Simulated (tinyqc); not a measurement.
Worked calculation: exchange-only LDA atom on a uniform radial grid, spin-unpolarised, for Li. Computed by tinyqc, a small Python program that keeps every step. Settings: Z = 3, points = 256, R = 14.1, functional = Slater exchange alone, mixing = 0.4, iteration cap = 89. Command: `OMP_NUM_THREADS=1 python tinyqc.py 20932 20933 out.jsonl` (the two numbers bound the seeds that draw the settings). One thread of a shared host (Intel(R) Xeon(R) Processor @ 2.60GHz), about 0.7 s of CPU time with the checks. Later iterations appear only in the table of the cycle.

## Iteration 1

Spherical atom on a uniform radial grid r_j = j h with h = R/(N + 1), h sum u^2 = 1 and integrals as h times sums, u(0) = u(R) = 0 (atomic units):
```
parameter            value
Z                        3
points N               256
R                14.100000
h                 0.054864
mixing            0.400000
electrons in 1s          2
electrons in 2s          1
```

Three-point differences turn -u''/2 + [l(l+1)/2r^2 - Z/r + V] u = e u into a tridiagonal matrix (diagonal 1/h^2 + potential, off-diagonal -1/2h^2). D = sum f u^2; the Hartree potential y/r solves y'' = -D/r with y(0) = 0, y(R) = N_e; v_xc comes from rho = D/(4 pi r^2); E = sum f e - int D V + int D (V_H/2 + eps_xc); V(new) = V + mixing (V_H + v_xc - V).

eigenvalues (hartree): 1s -4.469929, 2s -1.123102

Every 16th grid point:
```
r              V in     u(1s)      u(2s)         D       V_H       v_xc
0.877821   0.000000  0.658596  -0.270810  0.940836  2.801609  -0.452711
1.755642   0.000000  0.095731  -0.756255  0.590250  1.619674  -0.244142
2.633463   0.000000  0.010436  -0.550423  0.303184  1.127265  -0.149212
3.511284   0.000000  0.001011  -0.285002  0.081228  0.852990  -0.079405
4.389105   0.000000  0.000092  -0.125152  0.015663  0.683361  -0.039533
5.266926   0.000000  0.000008  -0.049822  0.002482  0.569577  -0.018945
6.144747   0.000000  6.79e-07  -0.018580  0.000345  0.488220  -0.008857
7.022568   0.000000  5.64e-08  -0.006613  0.000044  0.427194  -0.004069
7.900389   0.000000  4.61e-09  -0.002273  0.000005  0.379728  -0.001846
8.778210   0.000000  3.73e-10  -0.000760  5.78e-07  0.341755  -0.000829
9.656031   0.000000  2.98e-11  -0.000249  6.19e-08  0.310687  -0.000369
10.533852  0.000000         0  -0.000080  6.39e-09  0.284796  -0.000164
11.411673  0.000000         0  -0.000025  6.40e-10  0.262889  -0.000072
12.289494  0.000000         0  -0.000008  6.17e-11  0.244111  -0.000031
13.167315  0.000000         0  -2.25e-06         0  0.227837  -0.000013
14.045136  0.000000         0  -1.03e-07         0  0.213597   0.000000
```

total energy = -6.67969565 hartree

## Iteration 2

As before.

eigenvalues (hartree): 1s -3.172719, 2s -0.592347

Every 16th grid point:
```
r              V in     u(1s)      u(2s)         D       V_H       v_xc
0.877821   0.939559  0.705457  -0.134858  1.013527  2.688988  -0.464082
1.755642   0.550213  0.134313  -0.642801  0.449273  1.563841  -0.222912
2.633463   0.391221  0.020164  -0.618174  0.382952  1.108415  -0.161294
3.511284   0.309434  0.002748  -0.423791  0.179614  0.848290  -0.103448
4.389105   0.257531  0.000355  -0.248399  0.061702  0.682366  -0.062436
5.266926   0.220253  0.000045  -0.133095  0.017714  0.569385  -0.036475
6.144747   0.191745  0.000005  -0.067315  0.004531  0.488186  -0.020893
7.022568   0.169250  6.59e-07  -0.032707  0.001070  0.427188  -0.011813
7.900389   0.151153  7.86e-08  -0.015429  0.000238  0.379727  -0.006618
8.778210   0.136371  9.30e-09  -0.007115  0.000051  0.341755  -0.003682
9.656031   0.124127  1.09e-09  -0.003222  0.000010  0.310687  -0.002038
10.533852  0.113853  1.27e-10  -0.001436  2.06e-06  0.284796  -0.001122
11.411673  0.105127  1.48e-11  -0.000630  3.97e-07  0.262889  -0.000614
12.289494  0.097632         0  -0.000268  7.17e-08  0.244111  -0.000330
13.167315  0.091130         0  -0.000100  9.92e-09  0.227837  -0.000163
14.045136  0.085439         0  -0.000005  2.65e-11  0.213597  -0.000022
```

total energy = -6.96623836 hartree

## Iteration 3

As before.

eigenvalues (hartree): 1s -2.492859, 2s -0.334161

Every 16th grid point:
```
r              V in     u(1s)      u(2s)         D       V_H       v_xc
0.877821   1.453698  0.728890  -0.067605  1.067133  2.608850  -0.472124
1.755642   0.866499  0.161056  -0.531240  0.334095  1.516070  -0.201954
2.633463   0.613581  0.029052  -0.606761  0.369847  1.085438  -0.159432
3.511284   0.483597  0.004833  -0.494649  0.244725  0.839745  -0.114684
4.389105   0.402490  0.000770  -0.346646  0.120164  0.679631  -0.077970
5.266926   0.345316  0.000119  -0.223235  0.049834  0.568585  -0.051490
6.144747   0.301964  0.000018  -0.136362  0.018595  0.487964  -0.033449
7.022568   0.267700  2.74e-06  -0.080381  0.006461  0.427129  -0.021513
7.900389   0.239935  4.10e-07  -0.046188  0.002133  0.379712  -0.013746
8.778210   0.217052  6.08e-08  -0.026032  0.000678  0.341751  -0.008743
9.656031   0.197936  8.98e-09  -0.014441  0.000209  0.310686  -0.005539
10.533852  0.181781  1.32e-09  -0.007890  0.000062  0.284796  -0.003493
11.411673  0.167986  1.93e-10  -0.004220  0.000018  0.262889  -0.002182
12.289494  0.156091  2.83e-11  -0.002149  4.62e-06  0.244111  -0.001325
13.167315  0.145747         0  -0.000917  8.40e-07  0.227837  -0.000717
14.045136  0.136693         0  -0.000050  2.51e-09  0.213597  -0.000099
```

total energy = -7.06961399 hartree

## Convergence

Stop when input and output potentials agree to 1e-7.

Course of the cycle (hartree):
```
iteration            E      e(1s)      e(2s)  largest |V(out) - V(in)|
1          -6.67969565  -4.469929  -1.123102                  4.35e+00
2          -6.96623836  -3.172719  -0.592347                  2.24e+00
3          -7.06961399  -2.492859  -0.334161                  1.12e+00
4          -7.10415770  -2.142674  -0.206866                  5.43e-01
5          -7.11503082  -1.965803  -0.143297                  2.60e-01
6          -7.11828943  -1.878298  -0.111240                  1.23e-01
7          -7.11923458  -1.835883  -0.094975                  5.80e-02
8          -7.11950505  -1.815753  -0.086701                  2.71e-02
9          -7.11958252  -1.806433  -0.082496                  1.24e-02
10         -7.11960493  -1.802259  -0.080367                  5.61e-03
11         -7.11961150  -1.800483  -0.079299                  2.98e-03
...                ...        ...        ...                       ...
23         -7.11961431  -1.799753  -0.078294                  1.30e-05
24         -7.11961431  -1.799756  -0.078295                  8.00e-06
25         -7.11961431  -1.799758  -0.078295                  4.91e-06
26         -7.11961431  -1.799759  -0.078295                  3.00e-06
27         -7.11961431  -1.799760  -0.078295                  1.84e-06
28         -7.11961431  -1.799760  -0.078296                  1.12e-06
29         -7.11961431  -1.799760  -0.078296                  6.84e-07
30         -7.11961431  -1.799761  -0.078296                  4.17e-07
31         -7.11961431  -1.799761  -0.078296                  2.54e-07
32         -7.11961431  -1.799761  -0.078296                  1.54e-07
33         -7.11961431  -1.799761  -0.078296                  9.39e-08
```

Converged in 33 iterations. A uniform grid resolves the cusp poorly: for a bare nucleus this grid gives 1s at -4.46993 against -Z^2/2 = -4.5 hartree. Before convergence this energy mixes input and output and is not variational, so it may rise towards its limit.
